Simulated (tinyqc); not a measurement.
Full law against its linear and parabolic limits: Deal-Grove kinetics of thermal oxidation of silicon. Computed by tinyqc, a small Python program. Command: `OMP_NUM_THREADS=1 python tinyqc.py 3025873 3025874 out.jsonl oxide walk`. One thread of a shared host (Intel(R) Xeon(R) Processor @ 2.30GHz), about 0.02 s of CPU time with the checks.

Oxidant diffuses through the oxide and reacts at the interface, so that dx/dt = B/(A + 2x) for the oxide thickness x.

Inputs (values chosen for the exercise, close to those used for silicon):

| quantity | value | unit |
|---|---|---|
| prefactor B0 | 824 | um^2/h |
| activation energy E_B | 1.21 | eV |
| prefactor (B/A)0 | 3.51e+06 | um/h |
| activation energy E_A | 2.02 | eV |
| temperature T | 925 | C |
| oxidant pressure p | 1 | atm |
| pressure exponent m of B/A | 0.74 | - |
| initial oxide x_i | 0.05 | um |
| time t | 2.4 | h |

Ambient: dry oxygen. Surface: (100).

Constants: k_B = 8.617333262e-05 eV/K.

Method:
- B = B0 p exp(-E_B/(k_B T)), B/A = (B/A)0 p^m exp(-E_A/(k_B T)), p in atm; A = B/(B/A).
- Temperatures in kelvin are T(C) + 273.15.
- tau = (x_i^2 + A x_i)/B and x = (A/2) [sqrt(1 + 4 B (t + tau)/A^2) - 1], the root of x^2 + A x = B (t + tau).
- Silicon consumed is 0.44 times the oxide grown; the rate is B/(A + 2x).
- Linear limit x = (B/A)(t + tau); parabolic limit x = sqrt(B (t + tau)).

tau = 4.84377 h

length A = 0.599409 um

parabolic constant B = 0.00670354 um^2/h

linear constant B/A = 0.0111836 um/h

Thickness (um):

| t (h) | full | linear limit | parabolic limit | 2x/A |
|---|---|---|---|---|
| 0.05 | 0.05048 | 0.05473 | 0.18112 | 0.16843 |
| 0.1 | 0.05096 | 0.05529 | 0.18205 | 0.17002 |
| 0.25 | 0.05239 | 0.05697 | 0.18479 | 0.17480 |
| 0.5 | 0.05476 | 0.05976 | 0.18927 | 0.18271 |
| 1 | 0.05946 | 0.06535 | 0.19792 | 0.19838 |
| 2 | 0.06867 | 0.07654 | 0.21419 | 0.22913 |
| 4 | 0.08644 | 0.09891 | 0.24348 | 0.28842 |
| 8 | 0.11973 | 0.14364 | 0.29343 | 0.39948 |
| 16 | 0.17941 | 0.23311 | 0.37380 | 0.59862 |
| 32 | 0.28065 | 0.41205 | 0.49697 | 0.93641 |

What does the comparison show, and why?

Both limits lie above the full result, since each drops one resistance. The linear law overshoots by 8.4 % in the first row and 47 % in the last, the parabolic law by 260 % and 77 %. The linear law is the better one in every row, as 2x/A stays below 1.24.
